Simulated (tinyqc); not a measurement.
Worked calculation: free-carrier optics of a doped semiconductor (Drude model with one polar phonon). Values are carried at full precision from step to step, so a last printed digit may differ when a step is redone from the rounded ones.

eps(E) = ei [1 - Ep^2/(E^2 + i E Gam)] + (es - ei) wT^2/(wT^2 - E^2 - i E gT), with Ep^2 = 8 pi c (e^2/(4 pi eps0)) N/(m ei), c = hbar^2/2m0, N in 1/angstrom^3 (1e-24 per 1/cm^3); Gam = hbar/tau, tau = mu m m0/e with m0/e = 5.685630e-12 kg/C and mu in m^2/(V s). Energies in meV.

Constants: hbar^2/2m0 = 3.80998211 eV angstrom^2; e^2/(4 pi eps0) = 14.39964547 eV angstrom; hbar = 6.58211957e-16 eV s; hbar c = 1973.269805 eV angstrom.

Inputs chosen for the exercise (mass and dielectric values near those of InSb; N and mu are free inputs; interband absorption and the rise of the mass with filling are left out; shifted at random, so the results belong to these values and not to a real crystal):
```
symbol  value    unit        meaning
N       6.8e+16  1/cm^3      carrier density
m       0.0142   m0          conductivity mass
mu      27000    cm^2/(V s)  mobility
ei      15.39                high-frequency dielectric constant
wT      22.4     meV         TO phonon
es      16.61                static dielectric constant
gT      0.8      meV         phonon damping
E       12.7     meV         photon energy
```

## Plasma energy and damping

Evaluate Ep, tau, Gam, the plasma wavelength hc/Ep (hc = 1239.841984 eV nm) and the dc resistivity 1/(e N mu), e = 1.602176634e-19 C.

Ep = 20.7133 meV
tau = 217.99 fs
Gam = 3.0195 meV
plasma wavelength = 59.86 micrometre
rho = 0.00340 ohm cm

Ep/Gam = 6.86: the plasma edge is sharp.

## Dielectric function at one energy

Insert the numbers.

free-carrier term = -38.7478+9.2125i
eps = -21.5614+9.2661i

## Optical constants

n + i k = sqrt(eps1 + i eps2) with k >= 0; R = ((n - 1)^2 + k^2)/((n + 1)^2 + k^2) at normal incidence from vacuum; alpha = 2 E k/(hbar c), times 1e8 for 1/cm; loss function Im(-1/eps) = eps2/(eps1^2 + eps2^2).

Convert eps at the photon energy E (in meV) into the optical constants.

n = 0.9764
k = 4.7450
R = 0.8522
alpha = 6.11e+03 1/cm

Light of this energy penetrates 1/alpha = 1.64 micrometre.

## Coupled plasmon-phonon modes

Without damping eps = 0 gives E^4 - (wL^2 + Ep^2) E^2 + Ep^2 wT^2 = 0 with wL = wT sqrt(es/ei) (Lyddane-Sachs-Teller).

wL = 23.27 meV

L-, L+ (meV): 18.52  25.05

L+ lies 1.78 meV above the larger of wL and Ep; L- lies below wT by 3.88 meV.

## Checks

- Integral of E eps2 of the free-carrier term against (pi/2) ei Ep^2 (meV^2): both 10372.

Program tinyqc; command `OMP_NUM_THREADS=1 python tinyqc.py 1680341 1680342 out.jsonl`; about 0.01 s on one thread of a shared Intel(R) Xeon(R) Processor @ 2.30GHz.
